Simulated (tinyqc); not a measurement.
Inside a calculation. Method: Hueckel theory of the pi electrons, for the molecule c1ccc2cccc-2nc1 (SMILES; centres numbered as the heavy atoms are written). One step of it, computed by the program tinyqc.

Task: Energy, charges, bond orders. E = sum n x; q_r = z_r - P_rr; bond order p = P_rs; free valence = sqrt(3) - sum of p over the bonds of the atom.

x values: 2.365873  1.684151  1.475273  0.908220  0.489921  -0.281405  -0.691950  -1.575497  -1.817763  -2.056824

occupations: 2.000000  2.000000  2.000000  2.000000  2.000000  0.000000  0.000000  0.000000  0.000000  0.000000

charge and bond-order matrix P:
```
,1C,2C,3C,4C,5C,6C,7C,8C,9N,10C
1C,0.874232,0.659152,0.153046,-0.226076,0.013029,0.191017,0.034609,-0.233370,0.105448,0.609699
2C,0.659152,0.949755,0.636463,0.039278,-0.229660,-0.014947,0.180809,-0.027751,-0.252840,0.077523
3C,0.153046,0.636463,0.835987,0.605128,0.011303,-0.239867,-0.077307,0.200617,-0.182096,-0.203387
4C,-0.226076,0.039278,0.605128,1.008629,0.594920,-0.051057,-0.220059,0.373476,0.159023,-0.106573
5C,0.013029,-0.229660,0.011303,0.594920,1.172916,0.654833,-0.204531,-0.226647,-0.057018,0.194601
6C,0.191017,-0.014947,-0.239867,-0.051057,0.654833,1.019442,0.648245,-0.040105,-0.219578,0.062585
7C,0.034609,0.180809,-0.077307,-0.220059,-0.204531,0.648245,1.183869,0.604257,-0.030292,-0.223162
8C,-0.233370,-0.027751,0.200617,0.373476,-0.226647,-0.040105,0.604257,0.973623,0.585527,-0.058267
9N,0.105448,-0.252840,-0.182096,0.159023,-0.057018,-0.219578,-0.030292,0.585527,1.079388,0.681893
10C,0.609699,0.077523,-0.203387,-0.106573,0.194601,0.062585,-0.223162,-0.058267,0.681893,0.902157
```

Centres:
```
centre,"z_r, pi electrons of the neutral centre",h
1C,1,0.000000
2C,1,0.000000
3C,1,0.000000
4C,1,0.000000
5C,1,0.000000
6C,1,0.000000
7C,1,0.000000
8C,1,0.000000
9N,1,0.500000
10C,1,0.000000
```

Bonds:
```
i,j,k
1,2,1
2,3,1
3,4,1
4,5,1
5,6,1
6,7,1
7,8,1
8,9,1
9,10,1.000000
10,1,1
8,4,1
```

Give: pi energy = 10 alpha + this times beta; pi charges; Bond orders and lengths from R = 1.517 - 0.180 p; free valence of the carbons; gap between the highest filled and the next level.

Result:

pi energy = 10 alpha + this times beta = 13.8469

pi charges: 1C 0.1258, 2C 0.0502, 3C 0.1640, 4C -0.0086, 5C -0.1729, 6C -0.0194, 7C -0.1839, 8C 0.0264, 9N -0.0794, 10C 0.0978

Bond orders and lengths from R = 1.517 - 0.180 p (angstrom, C-C alone):
```
bond,p,R
1-2,0.6592,1.3984
2-3,0.6365,1.4024
3-4,0.6051,1.4081
4-5,0.5949,1.4099
5-6,0.6548,1.3991
6-7,0.6482,1.4003
7-8,0.6043,1.4082
8-9,0.5855,-
9-10,0.6819,-
10-1,0.6097,1.4073
8-4,0.3735,1.4498
```

free valence of the carbons: 1C 0.4632, 2C 0.4364, 3C 0.4905, 4C 0.1585, 5C 0.4823, 6C 0.4290, 7C 0.4795, 8C 0.1688, 10C 0.4405

gap between the highest filled and the next level = 0.7713 |beta|
